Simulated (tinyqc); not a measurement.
Inside a calculation. Model: resonant-tunnelling diode, transfer matrices and Tsu-Esaki current.

tinyqc, about 0.1 s, one thread, Intel Xeon 2.30GHz (shared host): `OMP_NUM_THREADS=1 python tinyqc.py 2600112 2600113 out.jsonl` Printed values are rounded.

Emitter (band edge 0), barrier d1, well Lw, barrier d2, spacer ds, collector (edge -V). The bias drops linearly over these layers and none in the contacts; each layer is cut into ns equal slices, flat at the value of their centres. E is the energy of motion across the layers, C = hbar^2/(2 m0), psi and psi'/m are continuous. Transport is coherent, T(E) is taken as independent of the transverse momentum, and charge in the well is ignored.

Inputs (values chosen for the exercise); masses and offsets of a made-up heterostructure:
```
symbol    value  unit                                               meaning
T           300     K                                           temperature
mw        0.073    m0                 mass in the well, spacer and contacts
U1         0.26    eV                                        barrier height
m1        0.095    m0                                          barrier mass
d1          2.1    nm                                       emitter barrier
Lw          4.2    nm                                            well width
d2          2.1    nm                                     collector barrier
ns            4                                        slices in each layer
ds          4.9    nm            undoped spacer after the collector barrier
Ef        0.057    eV  Fermi energy of both contacts above their band edges
V          0.11     V                                 bias of the collector
E       0.05168    eV                                          trial energy
```

Constants: q = 1.602176634e-19 C, kB = 1.380649e-23 J/K, hbar = 1.054571817e-34 J s, m0 = 9.1093837015e-31 kg, Vt = kB T/q, hbar^2/(2 m0) = 0.0380998212 eV nm^2. Results are converted to the units shown.

## Slices under bias

U = edge of the layer - V x/Lt at the centre x of each slice, Lt the summed thickness.

```
slice     U (eV)  m (m0)  width (nm)
0       0.257829   0.095       0.525
1       0.253487   0.095       0.525
2       0.249145   0.095       0.525
3       0.244803   0.095       0.525
4      -0.021711   0.073        1.05
5      -0.030395   0.073        1.05
6      -0.039079   0.073        1.05
7      -0.047763   0.073        1.05
8       0.205724   0.095       0.525
9       0.201382   0.095       0.525
10      0.197039   0.095       0.525
11      0.192697   0.095       0.525
12     -0.074539   0.073       1.225
13     -0.084671   0.073       1.225
14     -0.094803   0.073       1.225
15     -0.104934   0.073       1.225
```

## Running product of the slice matrices at the trial energy

For the pair (psi, psi'/m) a flat layer has M = [[cos kd, (m/k) sin kd], [-(k/m) sin kd, cos kd]] with k = sqrt(m (E - U)/C) above its edge U, and M = [[cosh Kd, (m/K) sinh Kd], [(K/m) sinh Kd, cosh Kd]] with K = sqrt(m (U - E)/C) below it. Later slices stand to the left. With M acting on (psi, psi'/m) and v = k/m in each lead, T(E) = 4 vL vR/[(vL vR M12 - M21)^2 + (vR M11 + vL M22)^2]. vL = sqrt(mw E/C)/mw, vR = sqrt(mw (E + V)/C)/mw.

Product after each layer:
```
                  M11   M12 (nm)  M21 (1/nm)       M22
barrier d1    2.33196   0.280933     15.4936   2.29535
well          2.58909   0.388092    -16.1441  -2.03368
barrier d2   0.868827   0.229877    -3.60510  0.197127
spacer      -0.940754  -0.159074   -0.225595  -1.10112
```

T(E) = 0.786771

## Transmission at three energies near the peak

three energies (eV): 0.048083  0.052783  0.057483

The same product at each energy.

T(E) at these energies: 0.475772  0.857475  0.759078

## Breit-Wigner parameters from a parabola through 1/T(E)

Near a resonance 1/T(E) = (1/Tp) [1 + (2 (E - Er)/G)^2]. With y = 1/T(E) at E0 - h, E0, E0 + h: a = (y1 + y3 - 2 y2)/(2 h^2), b = (y3 - y1)/(2 h), Er = E0 - b/(2 a), 1/Tp = y2 - b^2/(4 a), G = 2 sqrt(1/(Tp a)), tau = hbar/G.

Er = 0.0544792 eV
Tp = 0.912878
G = 13.3463 meV
tau = 49.3180 fs

The true maximum of T(E) lies at 0.054263 eV with height 0.8948 and full width 14.75 meV; the fitted G is 9.5 % below that width.

## Current from the resonance alone

J = J0 times the integral over E > 0 of T(E) N(E), N = ln[(1 + exp((Ef - E)/Vt))/(1 + exp((Ef - V - E)/Vt))], J0 = q^2 mw m0 kB T/(2 pi^2 hbar^3) (times 1e-4 for A/cm^2 per eV). For a sharp resonance J = J0 (pi G/2) Tp N(Er), with Er the peak energy, Tp the peak transmission and G the full width at half maximum (in eV). The three values given are estimates from a parabola through three points of 1/T(E).

J0 = 3.05407e7 A/(cm^2 eV)
N(Er) = 0.727563
J = 425.248 kA/cm^2

The full integral over T(E) gives 404.0 kA/cm^2; the value above is 5.3 % above it. With the exact position, height and width of the peak (Er = 0.054263 eV, Tp = 0.8948, G = 14.75 meV) the formula is 15 % above it.
